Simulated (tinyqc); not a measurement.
## Impurity strength from the transmission

Problem. An infinite chain has hopping -t with t = 2.27 eV and site energy 0; E = -2 t cos(k) with E = -1.99 eV. One site has the energy u > 0, so T(E) = 1/[1 + u^2/(4 t^2 sin^2 k)]. Find sin^2 k and u.

T(E) = 0.75572186

Answer. sin^2 k = 1 - (E/2t)^2, and u = 2 t |sin k| sqrt(1/T(E) - 1).

sin^2 k = 0.808
u = 2.32 eV

tinyqc, about 0.02 s, one thread, Intel Xeon 2.30GHz (shared host): `OMP_NUM_THREADS=1 python tinyqc.py 2660027 2660028 out.jsonl`
